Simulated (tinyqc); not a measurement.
Worked calculation: CIS and TDHF on RHF in the sto-3g basis, for HeH+, spin multiplicity 1. One step of it, computed by the program tinyqc.

Question. Integrals over molecular orbitals. (pq|rs) = sum C_ip C_jq C_kr C_ls (ij|kl), one index at a time.

coefficients C:
```
             MO1        MO2
1He 1s  0.895159  -0.677148
2H 1s   0.196758   1.105045
```

core Hamiltonian H = T + V (hartree):
```
           1He 1s      2H 1s
1He 1s  -2.513564  -1.171265
2H 1s   -1.171265  -1.591102
```

Two-electron integrals (ij|kl) in chemists' order, unique and non-zero (hartree):
```
(11|11) 1.055713   (21|11) 0.362202   (21|21) 0.155119   (22|11) 0.536360
(22|21) 0.295513   (22|22) 0.774606
```

Give: one-electron integrals over orbitals h = C^T H C; Two-electron integrals over orbitals.

Answer.

one-electron integrals over orbitals h = C^T H C (hartree):
```
        1       2
1  -2.488   0.175
2   0.175  -1.343
```

Two-electron integrals over orbitals (pq|rs), unique and non-zero (hartree):
```
(11|11) 0.944    (21|11) -0.175   (21|21) 0.131    (22|11) 0.611
(22|21) 0.053    (22|22) 0.748
```
